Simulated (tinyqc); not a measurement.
# MOS inversion layer, Poisson-Schroedinger loop, step by step

Program tinyqc, `OMP_NUM_THREADS=1 python tinyqc.py 2160149 2160150 out.jsonl`; Intel Xeon 2.30GHz, shared host, one thread, about 1 s. Printed values are rounded.

Electrons confined at an insulator interface at z = 0, treated as a hard wall; parabolic valleys, Hartree approximation, no image or exchange terms. The depletion charge lies far deeper than the electrons and gives a uniform field q Nd/(eps0 eps_r); the gate balances all charge. Energies are counted from the band edge at the interface.

Values chosen for this exercise; masses and permittivity close to those of silicon (100):
- T = 300 K (temperature)
- eps_r = 11.5 (relative permittivity)
- mz1 = 0.926 m0 (mass along z of valley set A (2 valley(s)))
- md1 = 0.19 m0 (in-plane density-of-states mass of set A)
- mz2 = 0.19 m0 (mass along z of valley set B (4 valley(s)))
- md2 = 0.419 m0 (in-plane density-of-states mass of set B)
- Ns = 1.1e13 cm^-2 (sheet density of electrons)
- Nd = 5.6e11 cm^-2 (sheet density of depletion charge)
- dE = 0 eV (extra shift of set B (strain))
- hz = 0.67 nm (mesh step)
- a = 0.3 (mixing factor)

Constants: q = 1.602176634e-19 C, kB = 1.380649e-23 J/K, hbar = 1.054571817e-34 J s, m0 = 9.1093837015e-31 kg, Vt = kB T/q, eps0 = 8.8541878128e-14 F/cm where lengths are in cm, hbar^2/(2 m0) = 0.0380998212 eV nm^2. Results are converted to the units shown.

## Fixed part of the potential

| node | z (nm) |
|---|---|
| 1 | 0.67 |
| 2 | 1.34 |
| 3 | 2.01 |
| 4 | 2.68 |
| 5 | 3.35 |
| 6 | 4.02 |
| 7 | 4.69 |
| 8 | 5.36 |
| 9 | 6.03 |
| 10 | 6.7 |
| 11 | 7.37 |
| 12 | 8.04 |
| 13 | 8.71 |
| 14 | 9.38 |
| 15 | 10.05 |
| 16 | 10.72 |
| 17 | 11.39 |
| 18 | 12.06 |
| 19 | 12.73 |

V0 = q Nd z/(eps0 eps_r) in eV.

| node | fixed potential V0 (eV) |
|---|---|
| 1 | 0.005904 |
| 2 | 0.011807 |
| 3 | 0.017711 |
| 4 | 0.023615 |
| 5 | 0.029519 |
| 6 | 0.035422 |
| 7 | 0.041326 |
| 8 | 0.047230 |
| 9 | 0.053134 |
| 10 | 0.059037 |
| 11 | 0.064941 |
| 12 | 0.070845 |
| 13 | 0.076749 |
| 14 | 0.082652 |
| 15 | 0.088556 |
| 16 | 0.094460 |
| 17 | 0.100363 |
| 18 | 0.106267 |
| 19 | 0.112171 |

## Round 1: levels and probability densities

| node | self-consistent potential U at the start (eV) |
|---|---|
| 1 | 0 |
| 2 | 0 |
| 3 | 0 |
| 4 | 0 |
| 5 | 0 |
| 6 | 0 |
| 7 | 0 |
| 8 | 0 |
| 9 | 0 |
| 10 | 0 |
| 11 | 0 |
| 12 | 0 |
| 13 | 0 |
| 14 | 0 |
| 15 | 0 |
| 16 | 0 |
| 17 | 0 |
| 18 | 0 |
| 19 | 0 |

Tridiagonal Hamiltonian with psi = 0 one step beyond both ends: H_ii = C (1/m_(i-1/2) + 1/m_(i+1/2))/hz^2 + V0_i + U_i (+ dE for the set B), H_(i,i+1) = -C/(m_(i+1/2) hz^2), C = hbar^2/(2 m0). The lowest 2 level(s) of each valley set are kept, normalised to hz sum |psi|^2 = 1. The mass is the same on all intervals.

levels (eV): A1 0.034219, A2 0.059531, B1 0.058311, B2 0.104735

| node | \|psi\|^2 of A1 (1/nm) | \|psi\|^2 of A2 (1/nm) | \|psi\|^2 of B1 (1/nm) | \|psi\|^2 of B2 (1/nm) |
|---|---|---|---|---|
| 1 | 0.090079 | 0.085490 | 0.019425 | 0.023360 |
| 2 | 0.257601 | 0.171148 | 0.068851 | 0.073911 |
| 3 | 0.349107 | 0.102149 | 0.128235 | 0.111779 |
| 4 | 0.322334 | 0.006350 | 0.177458 | 0.110005 |
| 5 | 0.229394 | 0.036657 | 0.204029 | 0.072240 |
| 6 | 0.133660 | 0.159931 | 0.205227 | 0.025800 |
| 7 | 0.066070 | 0.253185 | 0.185875 | 0.000759 |
| 8 | 0.028364 | 0.256537 | 0.154332 | 0.011976 |
| 9 | 0.010753 | 0.195219 | 0.118904 | 0.053978 |
| 10 | 0.003646 | 0.119949 | 0.085733 | 0.107841 |
| 11 | 0.001116 | 0.061986 | 0.058204 | 0.152768 |
| 12 | 0.000311 | 0.027656 | 0.037360 | 0.175143 |
| 13 | 0.000079 | 0.010848 | 0.022724 | 0.171724 |
| 14 | 0.000019 | 0.003792 | 0.013093 | 0.147708 |
| 15 | 0.000004 | 0.001192 | 0.007113 | 0.112400 |
| 16 | 0.000001 | 0.000339 | 0.003595 | 0.075104 |
| 17 | 0.000000 | 0.000087 | 0.001635 | 0.042657 |
| 18 | 0.000000 | 0.000019 | 0.000611 | 0.018769 |
| 19 | 0.000000 | 0.000003 | 0.000136 | 0.004615 |

## Round 1: Fermi level and occupations

Level k holds N_k = D_k Vt ln(1 + exp((EF - E_k)/Vt)) with D = 2 md1 m0 q/(pi hbar^2) for the set A, D = 4 md2 m0 q/(pi hbar^2) for the set B per eV (spin included); EF is fixed by sum N_k = Ns.

EF = 0.0333593 eV
N_k (cm^-2): A1 2.77679e12, A2 1.27193e12, B1 5.84153e12, B2 1.10974e12

## Round 1: density, output potential and mixing

n_i = sum_k N_k |psi_k|^2 (converted to cm^-3). Hartree part by Gauss: on the interval before node i the electrons still beyond are S_i = Ns - hz sum_(j<i) n_j, and U_i = U_(i-1) + q S_i hz/(eps0 eps_r) in eV, U_0 = 0 at the interface. Mixing: U(new) = U + a (U(out) - U).

| node | n (1e19 cm^-3) | U(out) (eV) | U after round 1 (eV) |
|---|---|---|---|
| 1 | 0.49826 | 0.115966 | 0.034790 |
| 2 | 1.41721 | 0.228413 | 0.068524 |
| 3 | 1.97246 | 0.330849 | 0.099255 |
| 4 | 2.06183 | 0.419354 | 0.125806 |
| 5 | 1.95562 | 0.493294 | 0.147988 |
| 6 | 1.80204 | 0.553422 | 0.166026 |
| 7 | 1.59213 | 0.600821 | 0.180246 |
| 8 | 1.31988 | 0.636974 | 0.191092 |
| 9 | 1.03265 | 0.663804 | 0.199141 |
| 10 | 0.78318 | 0.683340 | 0.205002 |
| 11 | 0.59147 | 0.697344 | 0.209203 |
| 12 | 0.44864 | 0.707171 | 0.212151 |
| 13 | 0.33733 | 0.713828 | 0.214148 |
| 14 | 0.24527 | 0.718103 | 0.215431 |
| 15 | 0.16781 | 0.720646 | 0.216194 |
| 16 | 0.10478 | 0.722003 | 0.216601 |
| 17 | 0.05700 | 0.722620 | 0.216786 |
| 18 | 0.02442 | 0.722834 | 0.216850 |
| 19 | 0.00592 | 0.722876 | 0.216863 |

## Course of the self-consistent loop

Start from U = 0. Stop when the largest |U(out) - U| is below 1e-7 eV, or after 120 rounds.

Course of the iteration:

| round | level A1 (eV) | EF (eV) | largest \|U(out) - U\| (eV) |
|---|---|---|---|
| 1 | 0.0342191 | 0.0333593 | 0.723 |
| 2 | 0.119551 | 0.154874 | 0.166 |
| 3 | 0.156448 | 0.195777 | 0.0973 |
| 4 | 0.179485 | 0.220286 | 0.0612 |
| 5 | 0.194571 | 0.235870 | 0.0398 |
| 6 | 0.204698 | 0.246163 | 0.0263 |
| 7 | 0.211585 | 0.253112 | 0.0178 |
| 8 | 0.216300 | 0.257855 | 0.0121 |
| 9 | 0.219543 | 0.261110 | 8.28e-3 |
| ... | ... | ... | ... |
| 33 | 0.226828 | 0.268401 | 1.33e-6 |
| 34 | 0.226829 | 0.268401 | 9.30e-7 |
| 35 | 0.226829 | 0.268402 | 6.50e-7 |
| 36 | 0.226829 | 0.268402 | 4.54e-7 |
| 37 | 0.226829 | 0.268402 | 3.18e-7 |
| 38 | 0.226829 | 0.268402 | 2.22e-7 |
| 39 | 0.226829 | 0.268402 | 1.55e-7 |
| 40 | 0.226829 | 0.268402 | 1.08e-7 |
| 41 | 0.226829 | 0.268402 | 7.59e-8 |

Converged in 41 rounds. Towards the end the residual shrinks by a factor of about 0.70 a round.

## Converged levels, occupations and centroid

| node | converged U (eV) |
|---|---|
| 1 | 0.115966 |
| 2 | 0.190296 |
| 3 | 0.231562 |
| 4 | 0.256546 |
| 5 | 0.272092 |
| 6 | 0.281706 |
| 7 | 0.287728 |
| 8 | 0.291627 |
| 9 | 0.294238 |
| 10 | 0.296019 |
| 11 | 0.297232 |
| 12 | 0.298038 |
| 13 | 0.298553 |
| 14 | 0.298864 |
| 15 | 0.299038 |
| 16 | 0.299125 |
| 17 | 0.299163 |
| 18 | 0.299176 |
| 19 | 0.299179 |

Solve for the levels with V0 + U, find EF, n_i = sum_k N_k |psi_k|^2 (in cm^-3); share of each level N_k/Ns; centroid sum n z/sum n.

levels (eV): A1 0.226829, A2 0.312272, B1 0.315003, B2 0.384842
EF = 0.268402 eV
shares (%): A1 66.8024, A2 6.2771, B1 25.1101, B2 1.8104

| node | n (1e19 cm^-3) |
|---|---|
| 1 | 5.89459 |
| 2 | 4.68112 |
| 3 | 2.30516 |
| 4 | 1.33603 |
| 5 | 0.83997 |
| 6 | 0.50844 |
| 7 | 0.30064 |
| 8 | 0.18233 |
| 9 | 0.11742 |
| 10 | 0.08057 |
| 11 | 0.05749 |
| 12 | 0.04126 |
| 13 | 0.02892 |
| 14 | 0.01938 |
| 15 | 0.01219 |
| 16 | 0.00704 |
| 17 | 0.00358 |
| 18 | 0.00146 |
| 19 | 0.00034 |

centroid = 1.72852 nm

An 800-node mesh to 21 nm with 8 levels a set gives A1 = 0.2302 eV, EF = 0.2724 eV and a centroid of 1.817 nm; the levels kept above hold 97.9 % of the electrons there. The coarse centroid is 4.9 % below the fine one.

## Closed-form estimates

Triangular well: E_k = a_k (C F^2/mz)^(1/3), a_1 = 2.338107, a_2 = 4.087949, C = hbar^2/(2 m0), F in eV/nm. Fang-Howard (all electrons in the lowest level of set A): b^3 = 6 (mz1/C) q (Nd + 11 Ns/32)/(eps0 eps_r), centroid 3/b, level C b^2/(4 mz1) + (3/b) q (Nd + 11 Ns/16)/(eps0 eps_r). Use F = q (Nd + Ns)/(eps0 eps_r), the surface field, and F = q (Nd + Ns/2)/(eps0 eps_r).

A1 with the surface field = 0.259129 eV
A1 with Nd + Ns/2 = 0.168471 eV
A2 with Nd + Ns/2 = 0.294555 eV
b = 2.15166 1/nm
Fang-Howard centroid = 1.39428 nm
Fang-Howard level = 0.225819 eV

Against the self-consistent A1 = 0.2302 eV on a fine mesh, the surface-field estimate is 13 % above it, the half-charge one 27 % below it and Fang-Howard 1.9 % below it. A1 holds 67.5 % of the electrons, and the Fang-Howard centroid is 23 % below the full one.
